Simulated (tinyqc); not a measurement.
Sensitivity of the reflectance: thin-film optics by transfer matrices.

Indices N = n + i k. Snell: N0 sin(theta) = N_j sin(theta_j), with Im(N_j cos theta_j) >= 0. Admittance y_j = N_j cos theta_j for s and N_j/cos theta_j for p. Phase delta_j = 2 pi N_j cos theta_j d_j/lambda. Layer matrix [[cos delta, -i sin delta/y], [-i y sin delta, cos delta]], multiplied from the top down to M. (B, C) = M (1, y_sub); r = (y0 B - C)/(y0 B + C), R = |r|^2, T = 4 Re y0 Re y_sub/|y0 B + C|^2, absorbed in the films 1 - R - T.

Values chosen for the exercise (indices near those of resist on Al; shifted at random, so the results belong to these values and not to a real crystal):
```
symbol  value           unit     meaning
lam     365             nm       vacuum wavelength
n0      1                        ambient index
n       (1.732, 0.404)           n of resist, substrate
k       (0.026, 4.341)           k in the same order
d       (278)           nm       thicknesses, top first
theta   45              degrees  angle of incidence
```

R for both polarisations.

Results for these values:
```
case     R_s     R_p     T_s
base  0.2059  0.3875  0.1304
```

What happens to each result for k = (0.026, 4.785), all else kept?

Answer: R_s rises from 0.2059 to 0.2137; R_p rises from 0.3875 to 0.3986; T_s falls from 0.1304 to 0.1128.

The same for each parameter in turn:
```
case                   R_s     R_p     T_s
base                0.2059  0.3875  0.1304
d = (283) nm        0.2446  0.3944  0.1206
n = (1.767, 0.404)  0.2751  0.4030  0.1191
k = (0.026, 4.785)  0.2137  0.3986  0.1128
lam = 370 nm        0.2135  0.3895  0.1320
theta = 50 degrees  0.1901  0.4096  0.1307
```

Run: tinyqc, `OMP_NUM_THREADS=1 python tinyqc.py 1682402 1682403 out.jsonl`; Intel(R) Xeon(R) Processor @ 2.30GHz, one thread, shared host; about 0.01 s of CPU time with all checks.
